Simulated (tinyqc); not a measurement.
Inside a calculation. Model: MOS capacitor on a p-type substrate, surface potential from the exact charge relation.

Numbers from tinyqc (`OMP_NUM_THREADS=1 python tinyqc.py 2060137 2060138 out.jsonl`; about 0.01 s on one thread of a shared Intel Xeon 2.30GHz). Printed values are rounded.

Uniform p-type substrate, Boltzmann statistics, full ionisation, classical densities. psi is the surface potential against the body (positive when the bands bend down) and u = psi/Vt. Traps are spread evenly over the gap and neutral at flat band, so their charge is -q Dit psi; the minority quasi-Fermi level is shifted by Vb.

Values chosen for this exercise; band and dielectric values close to those of In0.53Ga0.47As: temperature T = 300 K; band gap Eg = 0.735 eV; relative permittivity eps_r = 13.7; conduction-band density of states at T Nc = 2.13e17 cm^-3; valence-band density of states at T Nv = 7.81e18 cm^-3; electron affinity chi = 4.48 eV; acceptor density of the substrate N = 2.9e17 cm^-3; relative permittivity of the gate insulator (close to hafnium oxide) eox = 22.6; insulator thickness tox = 14 nm; gate work function phiM = 4.66 eV; fixed charge at the interface, in units of q Nf = -2.9e11 cm^-2; density of interface traps Dit = 0 cm^-2 eV^-1; reverse bias of the inversion layer against the body Vb = 0 V; gate voltage against the body Vg = -0.71 V.

Constants: q = 1.602176634e-19 C, kB = 1.380649e-23 J/K, Vt = kB T/q, eps0 = 8.8541878128e-14 F/cm where lengths are in cm. Results are converted to the units shown.

Range of the model: At this gate voltage the surface density exceeds 0.3 of the band density of states, so degeneracy and confinement would lower the charge and capacitance.

## Flat band, threshold and scales

ni = sqrt(Nc Nv) exp(-Eg/(2 Vt)), Eg in volts; phiF = Vt ln(N/ni); Cox = eps0 eox/tox; Vfb = phiM - chi - (Eg - Vt ln(Nv/N)) - q Nf/Cox; Q0 = sqrt(2 eps0 eps_r q N Vt); r = (ni/N)^2 exp(-Vb/Vt); VT = Vfb + [(2 phiF + Vb)(1 + q Dit/Cox) + sqrt(2 eps0 eps_r q N (2 phiF + Vb))/Cox].

ni = 8.645439e11 cm^-3
phiF = 0.3289199 V
Cox = 1.429319 uF/cm^2
Vfb = -0.4373550 V
Q0 = 53.98224 nC/cm^2
r = 8.887469e-12
VT = 0.4110023 V

## Starting value

psi = Vg - Vfb, limited to the range from -4 Vt to +(2 phiF + Vb + 4 Vt).

psi at the start = -0.1034080 V

## Iteration 1: Newton step for the surface potential

u = psi/Vt; F^2 = exp(-u) + u - 1 + r (exp(u) - u - 1); Qs = -sign(u) Q0 F; Cs = -dQs/dpsi = (Q0/Vt) |1 - exp(-u) + r (exp(u) - 1)|/(2 F). f = Vfb + psi + (q Dit psi - Qs)/Cox - Vg, f' = 1 + (Cs + q Dit)/Cox, psi(new) = psi - f/f'.

u = -4
F = 7.042595
Qs = 380.1751 nC/cm^2
Cs = 7.945914 uF/cm^2
f = -0.09674636 V
f' = 6.559231
psi after iteration 1 = -0.08865835 V

## Iteration 2: Newton step for the surface potential

As before.

u = -3.429458
F = 5.141056
Qs = 277.5257 nC/cm^2
Cs = 6.064053 uF/cm^2
f = -0.01017973 V
f' = 5.242617
psi after iteration 2 = -0.08671662 V

## Course of the Newton iteration

Stop when the step is below 1e-10 V, or after 60 iterations.

Course of the iteration:
```
iteration  psi before the step (V)     f (V)  step (V)
1                       -0.1034080   -0.0967    0.0147
2                      -0.08865835   -0.0102   1.94e-3
3                      -0.08671662  -1.43e-4   2.81e-5
4                      -0.08668853  -2.92e-8   5.73e-9
5                      -0.08668853   < 1e-14   < 1e-14
```

Converged in 5 iterations.

## Charges, field and capacitances at the solution

converged psi = -0.08668853 V

u = psi/Vt; F^2 = exp(-u) + u - 1 + r (exp(u) - u - 1); Qs = -sign(u) Q0 F; Cs = -dQs/dpsi = (Q0/Vt) |1 - exp(-u) + r (exp(u) - 1)|/(2 F). Low frequency: 1/C_LF = 1/Cox + 1/(Cs + q Dit). High frequency, in the simple estimate in which traps and minority carriers do not follow: 1/C_HF = 1/Cox + 1/Cd, Cd being Cs with r = 0 at the same psi. Minority sheet density N_inv = (Q0/(2 q)) int_0^u r (exp(t) - 1)/F(t) dt for u > 0. Oxide field |Qs - q Dit psi + q Nf|/(eps0 eox).

Qs = 265.7911 nC/cm^2
N_inv = 0 cm^-2
oxide field = 0.1096067 MV/cm
Cs = 5.851688 uF/cm^2
C_LF/Cox = 0.8036921
C_HF/Cox = 0.8036921

The surface is in accumulation (borders at |psi| = 0, phiF + Vb and 2 phiF + Vb = 0.658 V).
